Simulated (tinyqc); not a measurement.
What each integral does: Slater-Koster d bands of an fcc metal.

Parameters, chosen for this exercise (out of a larger set: of the size met in Ir; not measured data):
- dds = -1.12 eV (dd sigma)
- ddp = 0.605 eV (dd pi)
- ddd = -0.134 eV (dd delta)

Levels at Gamma, E(t2g) = 3 dds + 4 ddp + 5 ddd, E(eg) = 1.5 dds + 6 ddp + 4.5 ddd, and W = sqrt(12 mu2), the width of a rectangular band with the same second moment mu2 = z (dds^2 + 2 ddp^2 + 2 ddd^2)/5, z = 12.

Results for these values:

| case | t2g (eV) | eg (eV) | W (eV) |
|---|---|---|---|
| base | -1.6100 | 1.3470 | 7.6318 |

What happens to each result for ddd = -0.1541 eV, all else kept?

Answer: t2g falls from -1.6100 to -1.7105; eg falls from 1.3470 to 1.2566; W rises from 7.6318 to 7.6536.

The same for each parameter in turn:

| case | t2g (eV) | eg (eV) | W (eV) |
|---|---|---|---|
| base | -1.6100 | 1.3470 | 7.6318 |
| dds = -1.288 eV | -2.1140 | 1.0950 | 8.3603 |
| ddp = 0.5142 eV | -1.9732 | 0.8022 | 7.2381 |
| ddd = -0.1541 eV | -1.7105 | 1.2566 | 7.6536 |

The ratio of the shifts of t2g and eg names the integral: 3 : 1.5 for dds, 4 : 6 for ddp, 5 : 4.5 for ddd.

Run: tinyqc, `OMP_NUM_THREADS=1 python tinyqc.py 1452108 1452109 out.jsonl`; Intel(R) Xeon(R) Processor @ 2.30GHz, one thread, shared host; about 0.03 s of CPU time with all checks.
